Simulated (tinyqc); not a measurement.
Scattering of inversion-layer electrons by surface optical phonons of the gate insulator (remote phonon scattering): one step, computed by the program tinyqc.

One subband with the Fang-Howard envelope; insulator and channel are half-spaces, the gate is far away, and an interlayer only moves the polar surface away by t (its own modes and its permittivity contrast are left out).

Task: Squared matrix elements. For a mode of strength g, without the occupation factor, Area x |M(q)|^2 = e^2 hbar w g/(2 eps_0 q) x (b/(b + q))^6 exp(-2 q t) / (1 + (q_s/q) H(q))^2, H = (1 + 9 x/8 + 3 x^2/8)/(1 + x)^3, x = q/b.

Inputs (values chosen for the exercise, modelled on Al2O3 on In0.53Ga0.47As): in-plane mass m = 0.0433 m_0; interlayer thickness t = 0 nm; temperature T = 300 K.

Screening by the channel electrons: static.

b = 0.75 1/nm

hbar omega_SO (meV): 1 52.35106, 2 81.96195

strengths g: 1 0.00654907, 2 0.01429739

q_s = 0.1906087 1/nm

Constants: e^2/(4 pi eps_0) = 14.39964548 eV angstrom.

Give: the table «Area x |M|^2 (meV^2 nm^2)» with the columns (b/(b + q))^6, exp(-2 q t), mode 1, mode 2, for q (1/nm) = 0.05, 0.10, 0.20, 0.30, 0.50, 0.80, 1.20.

Result:

Area x |M|^2 (meV^2 nm^2):
```
q (1/nm)  (b/(b + q))^6  exp(-2 q t)  mode 1  mode 2
0.05             0.6789            1    2194    7498
0.10             0.4719            1    2315    7913
0.20             0.2421            1    1427    4878
0.30             0.1328            1     754    2577
0.50             0.0467            1     216     738
0.80             0.0128            1      43     148
1.20             0.0032            1       8      27
```

Caution: E_F is high enough for upper subbands or non-parabolicity, left out here, to matter.
